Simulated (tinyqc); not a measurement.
# Rapid thermal processing of a wafer: radiative balance, ramp and cooling, pattern effects, pyrometer error and spike budget, step by step

A worked calculation. Computed by tinyqc, a small Python program that keeps every step. Command: `OMP_NUM_THREADS=1 python tinyqc.py 3113685 3113686 out.jsonl rtp walk`. One thread of a shared host (Intel(R) Xeon(R) Processor @ 2.30GHz), about 0.04 s of CPU time with the checks. Intermediate numbers are printed to about 7 digits and carried at full precision; extremes and crossings named in words are read from the listed rows.

The wafer is opaque and uniform through its thickness unless said otherwise; temperatures in formulas are in kelvin (C + 273.15). sigma = 5.670374419e-12 W/(cm^2 K^4).

Inputs (values chosen for the exercise, modelled on a hot silicon wafer):
```
quantity                                              value         unit
wafer thickness d                                       625   micrometre
heat capacity per volume C                             2.02   J/(cm^3 K)
thermal conductivity k                                 0.27     W/(cm K)
emissivity eps of each face                            0.64            -
reflectivity of the chamber walls r                    0.16            -
gas heat-transfer coefficient h, both faces together    6.7  mW/(cm^2 K)
wall temperature T_w                                    300            K
process temperature                                     884            C
starting temperature                                    450            C
ramp rate                                               270          K/s
relative change of absorptivity over a pattern           13            %
period of the pattern                                   1.9           mm
pyrometer wavelength                                    0.9   micrometre
error of the assumed emissivity                          12            %
activation energy of the process E_a                      4           eV
```

Constants: k_B = 8.617333262e-05 eV/K; h = 6.62607015e-34 J s; c = 299792458 m/s; k_B = 1.380649e-23 J/K.

## Power to hold and to ramp

Effective emissivity between parallel grey plates: eps_eff = 1/(1/eps + 1/(1 - r) - 1). Loss per area q(T) = 2 eps_eff sigma (T^4 - T_w^4) + h (T - T_w). Absorbed power during a ramp = q(T) + C d x ramp rate; thermal time constant tau = C d/(dq/dT), dq/dT = 8 eps_eff sigma T^3 + h; natural cooling rate q/(C d); front-to-back difference under one-sided heating at the end of the ramp = (absorbed power) d/(2 k).

eps_eff = 0.5704584

holding power q = 17.28960 W/cm^2

power at the end of the ramp = 51.37710 W/cm^2

dq/dT = 46.79541 mW/(cm^2 K)

time constant tau = 2.697914 s

natural cooling rate = 136.9474 K/s

front-to-back difference = 5.946424 K

Radiation carries 67 % of the loss. The ramp needs 3.0 times the holding power.

## Cooling curve

Cooling with the lamps off: C d dT/dt = -q(T), integrated adaptively (relative tolerance 1e-10).

Lamps off at t = 0:
```
t (s)     T (C)  cooling rate (K/s)
0.27   848.7690            124.3895
0.54   816.6547            113.7811
1.10   758.0675             96.3377
1.90   688.5574             78.5348
2.70   631.0484             65.9016
4.00   555.2285             51.7552
6.70   440.8488             34.8731
11.00  322.6575             21.7406
```

The rate falls from 137 K/s at t = 0 to 21.7 K/s in the last row.

## Thermal budget of a spike

Spike anneal: linear ramp to the peak, then lamps off. Equivalent time at the peak = int exp(-(E_a/k_B)(1/T - 1/T_peak)) dt; estimate (k_B T^2/E_a)(1/ramp rate + 1/cooling rate). The ramp part uses 4000 trapezoid steps, the cooling part 4000 steps over 4 tau. Time within 50 K of the peak from the same curves.

equivalent time, ramp = 0.1018750 s

equivalent time, cooling = 0.2164233 s

equivalent time, total = 0.3182984 s

estimate = 0.3174776 s

time within 50 K of the peak = 0.5763706 s

Cooling supplies 68 % of the budget.

## What a faster ramp buys

The formulas are those given above.

Against the ramp rate:
```
ramp (K/s)  ramp part (s)  cooling part (s)  total (s)  power at the peak (W/cm^2)
10               2.750626         0.2164233   2.967049                     18.5521
25               1.100250         0.2164233   1.316674                     20.4459
50               0.550125         0.2164233   0.766548                     23.6021
100              0.275063         0.2164233   0.491486                     29.9146
250              0.110025         0.2164233   0.326448                     48.8521
500              0.055013         0.2164233   0.271436                     80.4146
1000             0.027506         0.2164233   0.243930                    143.5396
```

From 10 to 100 K/s the total falls by a factor 6.0, from 100 to 1000 K/s by 2.01: the cooling part, 0.216 s, is a floor, and the natural cooling rate here is 137 K/s.

## Pattern effect

At steady state a sinusoidal change of absorbed power of relative amplitude a and period p gives the temperature amplitude a q/(dq/dT + k d (2 pi/p)^2); healing length l = sqrt(k d/(dq/dT)); process change = E_a dT/(k_B T^2). Emissivity is taken as unchanged.

healing length l = 6.005100 mm

amplitude without lateral conduction = 48.03139 K

amplitude = 0.1214877 K

change of the process rate = 0.4211531 %

Lateral conduction cuts the amplitude to 0.25 %, since p/(2 pi l) = 0.050.

## Pyrometer error

Signal proportional to eps/(exp(c2/(lambda T)) - 1), c2 = h c/k_B. If the assumed emissivity is too high by the given error, the reading T' solves (1 + error)/(exp(c2/(lambda T')) - 1) = 1/(exp(c2/(lambda T)) - 1). Wien estimate: T' - T = -lambda T^2 ln(1 + error)/c2. Process rates go as exp(-E_a/(k_B T)).

c2 = 14387.77 micrometre K

c2/(lambda T) = 13.81533

reading less true temperature = -9.414988 K

Wien estimate = -9.492229 K

rate at T over rate at T', less 1 = 38.96618 %

Checks made by the program: cooling time against quadrature of C d dT/q (relative difference 3e-08).
